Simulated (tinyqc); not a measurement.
# A discretised effective-mass wire between two leads, recursive Green functions: several studies

Finite differences on a grid of step a give a chain with hopping -t, t = C/(m a^2), C = hbar^2/(2 m0), and site energies 2 t + U_i for the N = 6 sites of the device; the semi-infinite leads have site energy 2 t. Each slice is one site, and V = -t couples neighbouring slices.

Parameters, values chosen for the exercise:

| symbol | value | unit | meaning |
|---|---|---|---|
| m | 0.041 | m0 | effective mass |
| a | 0.67 | nm | grid step |
| U | [1.2, 0, 0, 0, 0, 1.2] | eV | potential on the sites 1 to N |
| E | 1.231 | eV | energy above the band bottom of the leads |

Constants: q = 1.602176634e-19 C, hbar = 1.054571817e-34 J s, m0 = 9.1093837015e-31 kg, hbar^2/(2 m0) = 0.0380998212 eV nm^2. Results are converted to the units shown.

Each table varies one quantity; the others keep the values above.

## Transmission against energy

Sigma = t^2 g(E - 2 t), g(x) = (x - i sqrt(4 t^2 - x^2))/(2 t^2) for |x| < 2 t and (x - sign(x) sqrt(x^2 - 4 t^2))/(2 t^2) otherwise; Gamma = i (Sigma - Sigma^dagger); both leads give the same. Forward pass: g_1 = (E - H_1 - Sigma)^(-1), g_i = (E - H_i - V g_(i-1) V^dagger)^(-1), with Sigma also subtracted on the last slice; G_(i,1) = g_i V G_(i-1,1), starting from g_1. H_i is the block of slice i, its site energy. T(E) = Tr[Gamma G_(N,1) Gamma G_(N,1)^dagger].

Transmission against energy:
```
E (eV)	open modes	T(E)	T(E) per open mode
0.036	1	0.011123	0.011123
0.233	1	0.36275	0.36275
0.43	1	0.94867	0.94867
0.627	1	0.59810	0.59810
0.824	1	0.50112	0.50112
1.021	1	0.51888	0.51888
1.218	1	0.60253	0.60253
1.415	1	0.73381	0.73381
1.612	1	0.87995	0.87995
1.809	1	0.98142	0.98142
2.006	1	0.99415	0.99415
2.203	1	0.93552	0.93552
2.4	1	0.85428	0.85428
```

T(E) lies between 0.0111 (E = 0.036 eV) and 0.994 (E = 2.006 eV) in these rows. The leads offer 1 open mode(s), of which the mean share 0.69 is transmitted. In 6 of the 13 rows E exceeds 0.6 t, where the lattice band lies more than 5 % below the parabola at the same k, so the grid is coarse for a continuum model.

## Effect of the strength of the potential

Same model as above.

All U are multiplied by the factor sc.

Effect of the strength of the potential:
```
sc	T(E)	reflection, modes - T(E)
0	1.000	0
0.38	0.9425	0.05745
0.75	0.7649	0.2351
1.12	0.5372	0.4628
1.5	0.3440	0.6560
1.88	0.2163	0.7837
2.25	0.1399	0.8601
2.62	0.09305	0.9069
3	0.06319	0.9368
```

What does the comparison show?

T(E) falls from 1.00 to 0.0632. At sc = 0 the device equals the leads and transmits all 1 open mode(s). Between the first two non-zero rows the reflection goes as sc^(2.07); weak scattering gives sc^2.

## Convergence with the grid step

A flat barrier of height U0 = 1.2 eV and width d = 2.01 nm is laid on n sites with a = d/n (U = U0 on each, N = n). The continuum value is 1/[1 + U0^2 sinh^2(K d)/(4 E (U0 - E))], K = sqrt(m (U0 - E)/C) (sin and k above the barrier).

Results:
```
n	a (nm)	t (eV)	T(E)	error (%)
2	1.005	0.9200	0.3513	-22.2
4	0.5025	3.680	0.4292	-4.92
8	0.2512	14.72	0.4460	-1.20
16	0.1256	58.88	0.4501	-0.297
64	0.03141	942.1	0.4513	-0.0185
```

Estimate the missing row, n = 32.

Computed row:
```
n	a (nm)	t (eV)	T(E)	error (%)
32	0.06281	235.5	0.4511	-0.0741
```

With this row back in the table: The continuum value is 0.45140. The error goes from -22 % to -0.019 %, and the last halving of a cuts it by a factor of 4.0: second order, since the lattice band 2 t (1 - cos ka) departs from the parabola at order (ka)^4.

Program tinyqc, `OMP_NUM_THREADS=1 python tinyqc.py 2660036 2660037 out.jsonl`; Intel Xeon 2.30GHz, shared host, one thread, about 0.01 s.
